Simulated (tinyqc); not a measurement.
Defect, radiative and Auger recombination at equal electron and hole densities (ABC model): one step. The efficiency peak. Three cases, with inputs chosen for the exercise.

Question. IQE peaks at n_p = sqrt(Ae/C); with Q = B/sqrt(Ae C), IQE_max = Q/(Q + 2).

J/(e d) = Ae n + B n^2 + C n^3 with Ae = A + 4 S/w (four side walls, carriers spread evenly), e = 1.602176634e-19 C, lengths in cm; internal efficiency IQE = B n^2/(Ae n + B n^2 + C n^3); all injected carriers recombine in the layer.

Case 1.

Values chosen (orders of magnitude like those quoted for Ge; the results hold for these values, not for the real material):
- A = 50000 1/s (defect rate)
- B = 5.5e-14 cm^3/s (radiative coefficient)
- C = 2.1e-31 cm^6/s (Auger coefficient)
- S = 0 cm/s (recombination velocity of the side walls)
- w = 4.9 micrometre (side of the square mesa)
- d = 550 nm (active thickness)

Case 2.

Values chosen (orders of magnitude like those quoted for GaN; the results hold for these values, not for the real material):
- A = 3000000 1/s (defect rate)
- B = 2.4e-12 cm^3/s (radiative coefficient)
- C = 5.2e-31 cm^6/s (Auger coefficient)
- S = 6300 cm/s (recombination velocity of the side walls)
- w = 30 micrometre (side of the square mesa)
- d = 3.5 nm (active thickness)

Case 3.

Values chosen (orders of magnitude like those quoted for GaN; the results hold for these values, not for the real material):
- A = 25000000 1/s (defect rate)
- B = 2.8e-12 cm^3/s (radiative coefficient)
- C = 2.8e-31 cm^6/s (Auger coefficient)
- S = 69 cm/s (recombination velocity of the side walls)
- w = 110 micrometre (side of the square mesa)
- d = 4.5 nm (active thickness)

Give: Ae; n_p; Q; IQE_max; J at the peak.

Answer.

Case 1.

Ae = 5.000e+04 1/s
n_p = 4.880e+17 1/cm^3
Q = 0.5367
IQE_max = 0.212
J at the peak = 0.545 A/cm^2

The side walls are taken as passivated.

Case 2.

Ae = 1.140e+07 1/s
n_p = 4.682e+18 1/cm^3
Q = 0.9857
IQE_max = 0.330
J at the peak = 8.94 A/cm^2

The side walls supply 74 % of Ae.

Case 3.

Ae = 2.503e+07 1/s
n_p = 9.454e+18 1/cm^3
Q = 1.058
IQE_max = 0.346
J at the peak = 52.2 A/cm^2

The side walls supply 0 % of Ae.

Computed by tinyqc, one run a case: `OMP_NUM_THREADS=1 python tinyqc.py N N+1 out.jsonl` with N = 1650231, 1650289, 1650337; one thread of a shared Intel(R) Xeon(R) Processor @ 2.30GHz, about 0.01 s a run at most.
